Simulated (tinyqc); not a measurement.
Effective-mass impurity with a central-cell term, in a basis of Slater functions: one step, computed by the program tinyqc. Command: `OMP_NUM_THREADS=1 python tinyqc.py 3005545 3005546 out.jsonl centralcell walk`. One thread of a shared host (Intel(R) Xeon(R) Processor @ 2.30GHz), about 0.01 s of CPU time with the checks.

The envelope obeys H = -nabla^2 - (2/r) [Z + A exp(-kappa r)] in effective units, with kappa = a*/lambda; positive A deepens the well near the core.

Question. Matrices over the s basis. zeta_i = zeta_1 beta^(i-1), i = 1..n. For s functions exp(-zeta r), with s = zeta_i + zeta_j: S = 2/s^3, T = zeta_i zeta_j S, V = -2 Z/s^2, W = -2 A/(s + kappa)^2; each function is normalised by dividing by sqrt(S_ii S_jj).

Inputs (values chosen for the exercise, with mass and screening modelled on GaSb):
```
quantity,value,unit
charge Z of the core,1,-
central-cell strength A,45,-
basis size n,4,-
smallest exponent zeta_1,0.46,1/a*
ratio beta of exponents,3.1,-
```

Impurity: donor, one isotropic band.

kappa = 118.9509 1/a*

Give: exponents; overlap S; kinetic T; Coulomb V; central cell W.

Answer.

exponents (1/a*): [0.46, 1.426, 4.4206, 13.70386]

overlap S, lower triangle (symmetric):
```
,1,2,3,4
1,1.000
2,0.634,1.000
3,0.200,0.634,1.000
4,0.045,0.200,0.634,1.000
```

kinetic T (Ry*), lower triangle (symmetric):
```
,1,2,3,4
1,0.2116
2,0.4156,2.033476
3,0.4058,3.994,19.54
4,0.2809,3.899,38.38,187.8
```

Coulomb V (Ry*), lower triangle (symmetric):
```
,1,2,3,4
1,-0.92
2,-1.195,-2.852
3,-0.9739,-3.704,-8.8412
4,-0.6311,-3.019,-11.48,-27.40772
```

central cell W (Ry*), lower triangle (symmetric):
```
,1,2,3,4
1,-0.002439
2,-0.01310,-0.07036
3,-0.06808,-0.3658,-1.904
4,-0.3216,-1.730,-9.034,-43.25
```
